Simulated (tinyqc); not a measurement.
# Ballistic Schottky-barrier transistor with a two-dimensional channel, WKB contacts: ambipolar transfer curve

Source Fermi level 0, drain Fermi level -Vd. Far from the contacts Ec = pn - psi, and the gate moves psi one to one; the band edges relax as exp(-x/lam) from pn at the source and pn - Vd at the drain; Ev = Ec - Eg. A carrier of energy w inside the channel band meets at a contact a barrier of height D (the contact edge beyond the channel edge): T = 1 for w >= D, else exp(-S), S = 4 lam sqrt(m/C) [sqrt(D - w) - sqrt(w) arctan sqrt((D - w)/w)], C = hbar^2/(2 m0). The two contacts combine as Ts Td/(Ts + Td - Ts Td).

I/W = g (2 q^2/h) int T(w) [N(Es + w) - N(Ed + w)] dw with w the energy of motion along the channel, N(y) = (1/2 pi) sqrt(pi m kB T/C) Fm(-y/kB T), Fm(x) = (1/sqrt(pi)) int_0^infinity u^(-1/2)/(1 + exp(u - x)) du. Electrons: Ds = psi, Dd = psi - Vd, Es = Ec, Ed = Ec + Vd. Holes: Ds = -psi, Dd = Vd - psi, Es = -Ev, Ed = -Ev - Vd. The size of each current is taken; both flow from drain to source and add. The integrals are converged. Swing = d(psi)/d(log10 I).

Inputs (values chosen for the exercise); channel values close to those of a molybdenum disulphide layer:
```
symbol,value,unit,meaning
T,300,K,temperature
Eg,1.7,eV,band gap
pn,0.51,eV,barrier for electrons at both contacts
mn,0.46,m0,electron mass
mp,0.6,m0,hole mass
g,2,,valleys or subbands
lam,4.8,nm,screening length at the contacts
Vd,0.1,V,drain bias
```

Constants: q = 1.602176634e-19 C, kB = 1.380649e-23 J/K, hbar = 1.054571817e-34 J s, h = 6.62607015e-34 J s, m0 = 9.1093837015e-31 kg, Vt = kB T/q, hbar^2/(2 m0) = 0.0380998212 eV nm^2. Results are converted to the units shown.

Result of one run:
```
electrons (uA/um)	holes (uA/um)	I (uA/um)	swing (mV/decade)
2.411e-4	9.332e-25	2.411e-4	205.4
```

Which band shift psi of the channel by the gate ps gave this result: -0.51, -0.37, 0.51 or 0.66 V?

ps = 0.51 V.

The whole series:
```
ps (V)	electrons (uA/um)	holes (uA/um)	I (uA/um)	swing (mV/decade)
-0.95	1.837e-22	3.439e-13	3.439e-13	-169.2
-0.81	4.131e-20	5.435e-14	5.435e-14	-180.8
-0.66	1.368e-17	8.694e-15	8.708e-15	-198.4
-0.51	4.528e-15	1.640e-15	6.168e-15	89.98
-0.37	1.018e-12	4.043e-16	1.018e-12	59.56
-0.22	3.370e-10	1.054e-16	3.370e-10	59.53
-0.07	1.116e-7	3.146e-17	1.116e-7	59.53
0.07	3.587e-6	1.034e-17	3.587e-6	260.7
0.22	1.320e-5	6.947e-20	1.320e-5	257.2
0.37	5.462e-5	2.098e-22	5.462e-5	229.7
0.51	2.411e-4	9.332e-25	2.411e-4	205.4
0.66	0.001427	2.819e-27	0.001427	185.0
```

I goes from 3.44e-13 through a minimum of 6.17e-15 (at ps = -0.51 V among the rows listed) to 0.00143 uA/um; the exact minimum lies at psi = -0.556 V. Holes carry the left branch and electrons the right. The ratio of the last row to the smallest is 2.31e11 and of the first row 55.8, with barriers of 0.51 eV for electrons and 1.19 eV for holes. The steepest swing among the rows is 59.5 mV/decade, against the thermionic limit 59.5.

Range of the model: No scattering, image-force lowering, channel charge or band-to-band tunnelling; parabolic kappa overstates S deep in the gap.

Computed by the program tinyqc: `OMP_NUM_THREADS=1 python tinyqc.py 2390153 2390154 out.jsonl`, one thread of a shared Intel Xeon 2.30GHz, about 0.2 s for the whole run.
